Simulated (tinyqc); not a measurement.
Worked calculation: tunnelling through a thin dielectric with one trap, as a tight-binding chain. Values are carried at full precision from step to step, so a last printed digit may differ when a step is redone from the rounded ones.

Hopping -t everywhere, t = c/(m a^2), c = hbar^2/2m0; lead sites at 2t (band bottom 0), barrier sites 1 to N at 2t + phi, and site j has U besides. No voltage. Leads give S = -t exp(ika) on sites 1 and N, cos(ka) = 1 - E/(2t). T = (2 t sin(ka))^2 |G_1N|^2, G = (E - H - S)^-1. In the barrier cosh(q a) = 1 + (phi - E)/(2t).

Constants: hbar^2/2m0 = 3.80998211 eV angstrom^2; hbar = 6.58211957e-16 eV s.

Parameters, chosen for this exercise (barrier and mass of the size used for HfO2 on silicon; the results hold for these values, not for the real material): a = 2 angstrom (site spacing); m = 0.21 m0 (mass, the same in leads and barrier); phi = 1.54 eV (conduction edge of the barrier above that of the leads); U = -4.54 eV (extra energy on the trap site); E = 0.28 eV (electron energy); N = 11 (barrier sites); j = 5 (site of the trap).

## Scales

Form t, ka, q a, and the level of the trap in an endless barrier, Eb = phi + 2t - sqrt(4 t^2 + U^2).

t = 4.5357 eV
ka = 0.24910 rad
q a = 0.52115
Eb = 0.4673 eV

## The matrix E - H - S

Fill it in.

E - H - S (eV):
```
                  1         2         3         4        5         6
1   -5.9357+1.1182i    4.5357    0.0000    0.0000   0.0000    0.0000
2            4.5357  -10.3314    4.5357    0.0000   0.0000    0.0000
3            0.0000    4.5357  -10.3314    4.5357   0.0000    0.0000
4            0.0000    0.0000    4.5357  -10.3314   4.5357    0.0000
5            0.0000    0.0000    0.0000    4.5357  -5.7914    4.5357
6            0.0000    0.0000    0.0000    0.0000   4.5357  -10.3314
7            0.0000    0.0000    0.0000    0.0000   0.0000    4.5357
8            0.0000    0.0000    0.0000    0.0000   0.0000    0.0000
9            0.0000    0.0000    0.0000    0.0000   0.0000    0.0000
10           0.0000    0.0000    0.0000    0.0000   0.0000    0.0000
11           0.0000    0.0000    0.0000    0.0000   0.0000    0.0000

           7         8         9        10               11
1     0.0000    0.0000    0.0000    0.0000           0.0000
2     0.0000    0.0000    0.0000    0.0000           0.0000
3     0.0000    0.0000    0.0000    0.0000           0.0000
4     0.0000    0.0000    0.0000    0.0000           0.0000
5     0.0000    0.0000    0.0000    0.0000           0.0000
6     4.5357    0.0000    0.0000    0.0000           0.0000
7   -10.3314    4.5357    0.0000    0.0000           0.0000
8     4.5357  -10.3314    4.5357    0.0000           0.0000
9     0.0000    4.5357  -10.3314    4.5357           0.0000
10    0.0000    0.0000    4.5357  -10.3314           4.5357
11    0.0000    0.0000    0.0000    4.5357  -5.9357+1.1182i
```

## Transmission

Invert the matrix; T = (2 t sin(ka))^2 |G_1N|^2.

first row of G (1/eV): -0.3321-0.1493i  -0.2509-0.1134i  -0.2395-0.1092i  -0.2946-0.1352i  -0.4315-0.1988i  -0.2564-0.1186i  -0.1525-0.07141i  -0.09092-0.04404i  -0.05462-0.02890i  -0.03351-0.02179i  -0.02170-0.02074i

T = 0.004506

Without the trap T is 2.63e-05: the trap changes it by a factor 171 at this energy.

## The resonance

Resonance: the lowest eigenvalue of H + S(E), iterated until its real part equals E (40 rounds from Eb = phi + 2t - sqrt(4t^2 + U^2), the level in an endless barrier). With v the normalised squared amplitudes of that state, Gamma_L = 2 t sin(ka) v_1, Gamma_R = 2 t sin(ka) v_N; Breit-Wigner T = Gamma_L Gamma_R/((E - Er)^2 + (Gamma_L + Gamma_R)^2/4).

Find Er, the two widths, the peak height 4 Gamma_L Gamma_R/(Gamma_L + Gamma_R)^2 and the escape time hbar/(Gamma_L + Gamma_R).

Er = 0.4547 eV

widths (meV): left 47.80, right 6.949

peak height = 0.4433
escape time = 12.0 fs

squared amplitudes: 0.0169  0.0296  0.0679  0.1705  0.4415  0.1680  0.0642  0.0248  0.0099  0.0043  0.0025

The nearby leads move the level 12.6 meV below its value in an endless barrier. The trap is closer to the left lead, which takes 87.3 % of the escapes.

## Checks

- T at Er from the chain against the Breit-Wigner peak: 0.442 against 0.443.
- T without trap against the closed form for a lattice barrier: both 2.629e-05.

Run: tinyqc, `OMP_NUM_THREADS=1 python tinyqc.py 1452734 1452735 out.jsonl`; Intel(R) Xeon(R) Processor @ 2.30GHz, one thread, shared host; about 0.06 s of CPU time with all checks.
